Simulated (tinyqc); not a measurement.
Which input was changed? Model: leakage through a gate insulator: direct, Fowler-Nordheim, trap-assisted and Poole-Frenkel currents. Computed by tinyqc, a small Python program. Command: `OMP_NUM_THREADS=1 python tinyqc.py 3001981 3001982 out.jsonl oxideleak which`. One thread of a shared host (Intel(R) Xeon(R) Processor @ 2.30GHz), about 0.07 s of CPU time with the checks.

Electrons enter from the cathode Fermi level at x = 0; the conduction band of the insulator lies phi_b - e F x above it, F = V/t. WKB exponents use a parabolic band with mass m.

Inputs (values chosen for the exercise, with an insulator like HfO2):

| quantity | value | unit |
|---|---|---|
| thickness t | 3.3 | nm |
| barrier phi_b | 1.5 | eV |
| tunnelling mass m | 0.21 | m_0 |
| static constant eps_ox | 21.6 | - |
| optical constant eps_opt | 4.33 | - |
| voltage across the insulator V | 1.5 | V |
| trap depth phi_t | 1.1 | eV |
| trap density N_t | 3.4e+17 | cm^-3 |
| attempt rate nu_0 | 3e+12 | 1/s |
| activation of capture E_a | 0.15 | eV |
| temperature T | 400 | K |

Constants: hbar^2/(2 m_0) = 3.80998212 eV angstrom^2; e = 1.602176634e-19 C; hbar = 1.054571817e-34 J s; k_B = 8.617333262e-05 eV/K; eps_0 = 8.8541878128e-12 F/m.

Method:
- For a level a distance phi(x) below the band, the WKB exponent is 2 int kappa dx with kappa = sqrt(m phi/(hbar^2/2m_0)); for a linear barrier from phi_1 down to phi_2 = max(phi_1 - e F d, 0) it is G = (4/3) sqrt(m/(hbar^2/2m_0)) (phi_1^(3/2) - phi_2^(3/2))/(e F).
- J_tun = e^3 F^2/(16 pi^2 hbar m phi_b) x exp(-G) / [1 - sqrt(phi_2/phi_b)]^2 with the free-electron mass in the cathode (m in m_0), phi_2 = max(phi_b - e V, 0): direct tunnelling for e V < phi_b, Fowler-Nordheim above. Image forces, back-flow and the limit on supply are left out, so J_tun is overstated below about 0.5 V.
- Equivalent oxide thickness = 3.9 t/eps_ox.
- A trap at depth x lies phi_t below the band. Capture: tunnel at the cathode Fermi level from 0 to x (G_in from phi_1 = phi_b), rate nu_0 exp(-G_in - E_c/k_B T) with E_c = E_a + max(phi_b - phi_t - e F x, 0), the last term being the height of the trap above the cathode Fermi level. Emission: tunnel from the trap level to the anode (G_out from phi_1 = phi_t over t - x), rate nu_0 exp(-G_out - E_a/k_B T). Re-emission to the cathode follows from detailed balance, rate_back = rate_in exp(dE/k_B T) with dE = phi_b - phi_t - e F x. Each trap passes R = rate_in rate_out/(rate_in + rate_back + rate_out) electrons per second; filling from the anode is left out.
- J_TAT = e N_t int_0^t R dx by the midpoint rule on 400 intervals; the most effective depth is the midpoint with the largest R, rounded to 0.01 nm.
- Poole-Frenkel emission over the lowered barrier of a charged trap: lowering sqrt(e F/(pi eps_opt eps_0)); J_PF = e N_t^(2/3) nu_0 exp(-(phi_t - lowering)/k_B T), one sheet of traps emitting with supply unlimited (an upper bound).

Question. One of these inputs alone was changed, within the range given: barrier phi_b (0.75 to 3); tunnelling mass m (0.105 to 0.42); trap density N_t (1.7e+17 to 6.8e+17); activation of capture E_a (0.075 to 0.3). Which one, and to what value?

Results:

| run | tunnelling current J_tun (A/cm^2) | trap-assisted current J_TAT (A/cm^2) | Poole-Frenkel bound J_PF (A/cm^2) |
|---|---|---|---|
| before | 323.769 | 0.0746945 | 20.29064 |
| after | 8018.946 | 0.1709944 | 20.29064 |

Answer.

Each candidate set to reproduce tunnelling current J_tun, and what it then gives:

| candidate | range searched | value needed | trap-assisted current J_TAT (A/cm^2) | Poole-Frenkel bound J_PF (A/cm^2) |
|---|---|---|---|---|
| barrier phi_b (eV) | 0.75 to 3 | 1.250 | 0.17099 | 20.291 |
| tunnelling mass m (m_0) | 0.105 to 0.42 | 0.1293 | 0.40528 | 20.291 |
| trap density N_t (cm^-3) | 1.7e+17 to 6.8e+17 | no effect | - | - |
| activation of capture E_a (eV) | 0.075 to 0.3 | no effect | - | - |

Only barrier phi_b fits every result: it went from 1.5 to 1.25 eV. The next best candidate, tunnelling mass m, misses one result by 140 %.

Caution: the film is too thin for the Poole-Frenkel picture (the lowering is a large part of the whole drop, or the traps are further apart than the film is thick), so J_PF is only nominal.
